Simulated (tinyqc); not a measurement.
Phase shift across the band: Koster-Slater impurity in a tight-binding band, by Green functions and by supercells. Computed by tinyqc, a small Python program. Command: `OMP_NUM_THREADS=1 python tinyqc.py 3012557 3012558 out.jsonl kosterslater walk`. One thread of a shared host (Intel(R) Xeon(R) Processor @ 2.30GHz), about 0.04 s of CPU time with the checks.

One orbital per site, e(k) = -2 t sum cos(k_i) over 3 direction(s), band from -6 t to 6 t, lattice constant 1. One site has the extra energy U. Spin is left out.

Inputs (values chosen for the exercise, for a model band): hopping t = 1.1 eV; impurity potential U = 4.96 eV; broadening eta = 0.11 eV.

Lattice: simple cubic.

Method:
- Outside the band G0(E) = (1/pi) int_0^pi dk (2/(pi z)) K(16 t^2/z^2), z = E + 2 t cos k, K the complete elliptic integral with parameter m; 200 Gauss-Legendre points.
- A bound state solves 1/U = G0(E).
- Bisection in ln(distance from the edge) between 1e-5 t and |U| + t. Weight on the impurity site: -1/(U^2 dG0/dE), by a central difference with step min(1e-4 t, distance/30). Decay length along an axis: 1/arccosh(1 + distance/(2 t)).
- Inside the band G0(z), z = E + i eta, comes from the chain form 1/(sqrt(y - 2t) sqrt(y + 2t)) (principal roots) at y = z + 2 t cos k + 2 t cos k', averaged over k and k' in (0, pi) with 200 Gauss-Legendre points each.
- delta/pi = -arg(1 - U G0)/pi counts the states added below E (Friedel); host DOS = -Im G0/pi, DOS on the impurity = -Im[G0/(1 - U G0)]/pi; 13 evenly spaced energies from -(band edge + |U| + 2t) to +(band edge + |U| + 2t).

distance from the band edge = 0.154060 eV

level E_b = 6.75406 eV

Across the spectrum:
```
E (eV)   Re G0 (1/eV)  host DOS (1/eV)  DOS on the impurity (1/eV)  delta/pi
-13.760      -0.07576          0.00021                     0.00011  -0.00076
-11.467      -0.09284          0.00032                     0.00015  -0.00110
-9.173       -0.12136          0.00059                     0.00023  -0.00183
-6.880       -0.19088          0.00237                     0.00063  -0.00605
-4.587       -0.24721          0.04125                     0.00768  -0.08947
-2.293       -0.25832          0.10975                     0.01350  -0.20476
0.000         0.00000          0.12704                     0.02583  -0.35111
2.293         0.25832          0.10975                     0.03654  -0.55189
4.587         0.24721          0.04125                     0.08885  -0.60769
6.880         0.19088          0.00237                     0.56463  -0.19322
9.173         0.12136          0.00059                     0.00373  -0.00737
11.467        0.09284          0.00032                     0.00111  -0.00298
13.760        0.07576          0.00021                     0.00054  -0.00167
```

What does the comparison show, and why?

delta/pi starts and ends near zero (-0.001 and -0.002): the impurity moves states but creates none. The level lies only 1.4 eta outside the band, so the broadening smears its step. delta/pi is negative in the band, down to -0.61 among these rows (-1 just below the level for small eta), and the lost state returns at the level above the band (6.754 eV).

Extremes, crossings and ranges named in words are read from the listed rows.
